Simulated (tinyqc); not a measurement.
Sharing a fixed EOT between the layers.

Without charge in the stack, a voltage of 1.2 V over an EOT of 1.6 nm gives F1 = (V/EOT)(3.9/e1) and F2 = F1 e1/e2; t2 = e2 (EOT/3.9 - t1/e1).

Parameters, values chosen for the exercise:
- e1 = 4.04 (relative permittivity of layer 1)
- e2 = 25.2 (relative permittivity of layer 2)

Result of one run:

| t1 (nm) | t2 (nm) | physical thickness (nm) | drop over layer 1 (V) | drop over layer 2 (V) |
|---|---|---|---|---|
| 0.6 | 6.596 | 7.196 | 0.4344 | 0.7656 |

What becomes of these results when the thickness of layer 1, next to the semiconductor t1 is changed from 0.6 to 0.2 nm, all else the same?

Result of the changed run:

| t1 (nm) | t2 (nm) | physical thickness (nm) | drop over layer 1 (V) | drop over layer 2 (V) |
|---|---|---|---|---|
| 0.2 | 9.091 | 9.291 | 0.1448 | 1.055 |

The whole series:

| t1 (nm) | t2 (nm) | physical thickness (nm) | drop over layer 1 (V) | drop over layer 2 (V) |
|---|---|---|---|---|
| 0 | 10.34 | 10.34 | 0 | 1.200 |
| 0.2 | 9.091 | 9.291 | 0.1448 | 1.055 |
| 0.4 | 7.843 | 8.243 | 0.2896 | 0.9104 |
| 0.6 | 6.596 | 7.196 | 0.4344 | 0.7656 |
| 0.81 | 5.286 | 6.096 | 0.5864 | 0.6136 |
| 1.01 | 4.038 | 5.048 | 0.7312 | 0.4688 |
| 1.21 | 2.791 | 4.001 | 0.8761 | 0.3239 |
| 1.41 | 1.543 | 2.953 | 1.021 | 0.1791 |

Each 0.1 nm of layer 1 costs 0.624 nm of layer 2, so the physical thickness falls from 10.3 to 2.95 nm. The fields do not change, 7.24 MV/cm in layer 1 and 1.16 MV/cm in layer 2, and layer 1 takes half of the voltage at t1 = 0.829 nm.

tinyqc, about 0.01 s, one thread, Intel Xeon 2.30GHz (shared host): `OMP_NUM_THREADS=1 python tinyqc.py 2010079 2010080 out.jsonl`
